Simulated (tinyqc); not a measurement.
Valley-orbit splitting of a donor ground state, with strain. Changing the coupling Delta_1. Computed by tinyqc, a small Python program. Command: `OMP_NUM_THREADS=1 python tinyqc.py 3020555 3020556 out.jsonl valleyorbit sweep`. One thread of a shared host (Intel(R) Xeon(R) Processor @ 2.30GHz), about 0.01 s of CPU time with the checks.

The basis is the 1s envelope in each valley; energies are counted from the unstrained conduction-band edge. The strain is e_s (a a^T - 1/3) for the unit stress axis a, so valley j along n_j moves by Xi_u e_s w_j with w_j = (n_j.a)^2 - 1/3: -1/3 for x and y, +2/3 for z.

Inputs (values chosen for the exercise, modelled on donors in silicon):
```
quantity                            value  unit
single-valley binding energy E_0     31.5   meV
central-cell shift Lambda            2.71   meV
coupling Delta_2                     3.25   meV
shear deformation potential Xi_u      8.7    eV
shear strain e_s                  3.6e-05     -
```

Valleys: six along <100>. Stress axis: [001].

Method:
- By symmetry: E(A1) = E_0 + Lambda + 4 Delta_1 + Delta_2 (one state), E(T2) = E_0 + Lambda - Delta_2 (three), E(E) = E_0 + Lambda - 2 Delta_1 + Delta_2 (two), as binding energies.
- H_jj = -(E_0 + Lambda) + Xi_u e_s w_j; H_jk = -Delta_2 between opposite valleys and -Delta_1 between perpendicular ones.
- Diagonalise H; the ground vector has positive components. The density at the nucleus, and so the contact hyperfine coupling, scales as (sum_j c_j)^2/(number of valleys), which is 1 without strain; the envelopes are held fixed.
- The binding energy is counted from the lowest valley edge, min_j Xi_u e_s w_j; the gap is from the ground state to the next level.

One run for each value; columns: (1) coupling Delta_1 (meV); (2) E(A1) (meV); (3) E(T2) (meV); (4) hyperfine ratio A/A_0; (5) binding energy under strain (meV); (6) gap to the first excited state (meV):
```
(1)      (2)    (3)      (4)     (5)     (6)
0.85   40.86  30.96  0.99920  40.760   5.000
1.20   42.26  30.96  0.99959  42.159   7.099
1.80   44.66  30.96  0.99982  44.558  10.698
2.50   47.46  30.96  0.99990  47.357  14.897
3.60   51.86  30.96  0.99995  51.757  20.797
5.20   58.26  30.96  0.99998  58.156  27.196
7.40   67.06  30.96  0.99999  66.956  35.996
11.00  81.46  30.96  1.00000  81.356  50.396
```

Describe the trends.

Over the rows, E(A1) (meV) rises from 40.9 to 81.5 (exponent d ln y / d ln x 0.098 between the first rows and 0.49 between the last); E(T2) (meV) does not change; hyperfine ratio A/A_0 rises from 0.99920 to 1.00000.

Extremes, crossings and ranges named in words are read from the listed rows.
